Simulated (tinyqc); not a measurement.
# Resistance of a tapered via with liner, size effect and interface: what changes with what

A round via whose diameter grows from db at the bottom as D(z) = db + 2 z/tan(ang). The fill, of diameter D - 2 tl, starts above the bottom liner (thickness fb tl) and has rho = rho0 (1 + ks lam/(D - 2 tl)); the sidewall liner conducts in parallel with it. The bottom liner and the interface are crossed over the full area pi db^2/4. Spreading in the lines above and below is left out.

Parameters, values chosen for the exercise; fill metal close to copper: diameter at the bottom db = 29 nm; height hv = 100 nm; sidewall angle ang = 85 degrees; bulk resistivity of the fill rho0 = 1.67 uohm cm; mean free path of the fill lam = 40.2 nm; size-effect factor ks = 0.8; liner on the sidewall tl = 2.7 nm; liner at the bottom over that on the sidewall fb = 0.7; resistivity of the liner rl = 290 uohm cm; interface resistivity at the bottom ri = 5e-12 ohm cm^2; ballistic conductance per area, about 3/(4 rho0 lam) Sb = 1.1e15 S/m^2; bulk resistivity of the second fill (close to cobalt) rho2 = 6.18 uohm cm; its mean free path lam2 = 12.1 nm; its liner tl2 = 1.9 nm.

Each table varies one quantity; the others keep the values above.

## Via resistance against the diameter at the bottom

Slices between z0 = fb tl and hv, evaluated at their midpoints: conductance per length pi/4 [(D - 2 tl)^2/rho + (D^2 - (D - 2 tl)^2)/rl], slice resistance = slice height over that. 2000 slices. R_fill = sum of the slices; R_bottom = rl fb tl/(pi db^2/4); R_interface = ri/(pi db^2/4); ballistic (Sharvin) limit 1/(Sb pi (db - 2 tl)^2/4); ideal cylinder rho0 hv/(pi db^2/4).

Via resistance against the diameter at the bottom:
```
db (nm)	R_fill (ohm)	R_bottom (ohm)	R_interface (ohm)	R (ohm)	ballistic limit (ohm)	R over ideal cylinder	largest part
8.3	183.3	101.3	9.241	293.9	137.6	9.521	fill
11	64.01	57.67	5.261	126.9	36.91	7.224	fill
16	20.35	27.26	2.487	50.09	10.30	6.031	bottom liner
22	8.681	14.42	1.315	24.41	4.201	5.557	bottom liner
30	4.011	7.754	0.7074	12.47	1.913	5.279	bottom liner
42	1.804	3.956	0.3609	6.121	0.8641	5.078	bottom liner
58	0.8606	2.075	0.1892	3.124	0.4184	4.943	bottom liner
80	0.4195	1.090	0.09947	1.609	0.2080	4.844	bottom liner
```

Read the table: what changes, and by how much?

R falls from 294 to 1.61 ohm. The fill is the largest part at db = 8.3, the bottom liner from 16 on. R goes as db^(-2.98) between the first two rows and db^(-2.06) between the last two; area alone gives -2. For db = 8.3, 11, 16 the ballistic limit exceeds half of R_fill, so the diffusive model understates R.

## Via resistance against the sidewall angle

Same model as above.

2000 slices.

The same in every row: R_bottom (ohm) = 8.298; R_interface (ohm) = 0.7570; ballistic limit (ohm) = 2.078.

Via resistance against the sidewall angle:
```
ang (degrees)	R_fill (ohm)	R (ohm)	R over ideal cylinder	largest part
90	8.789	17.84	7.058	fill
89	7.350	16.41	6.489	bottom liner
88	6.297	15.35	6.072	bottom liner
87	5.494	14.55	5.755	bottom liner
86	4.864	13.92	5.505	bottom liner
84	3.938	12.99	5.139	bottom liner
82	3.292	12.35	4.883	bottom liner
```

R falls from 17.8 to 12.3 ohm. The fill is the largest part at ang = 90, the bottom liner from 89 on. The share of the two bottom terms goes from 50.7 to 73.3 %. For ang = 84, 82 the ballistic limit exceeds half of R_fill, so the diffusive model understates R.

## Two fill metals against the diameter

2000 slices. R_fill = sum of the slices; R_bottom = rl fb tl/(pi db^2/4); R_interface = ri/(pi db^2/4). The second fill has rho2, lam2 and tl2 in place of rho0, lam and tl.

Two fill metals against the diameter:
```
db (nm)	R, first fill (ohm)	R, second fill (ohm)	ratio second/first
8.5	271.7	223.0	0.8208
12	101.0	99.91	0.9897
17	43.54	47.35	1.087
24	20.18	23.27	1.153
35	8.987	10.85	1.207
49	4.435	5.525	1.246
70	2.118	2.707	1.278
100	1.019	1.327	1.303
```

The ratio goes from 0.821 to 1.30. The two fills give the same R at db = 12.4 nm; below it the second gives the lower R. Ratios within a few per cent of 1 are a tie, given that ballistic terms are left out.

tinyqc, about 0.01 s, one thread, Intel Xeon 2.30GHz (shared host): `OMP_NUM_THREADS=1 python tinyqc.py 2750180 2750181 out.jsonl`
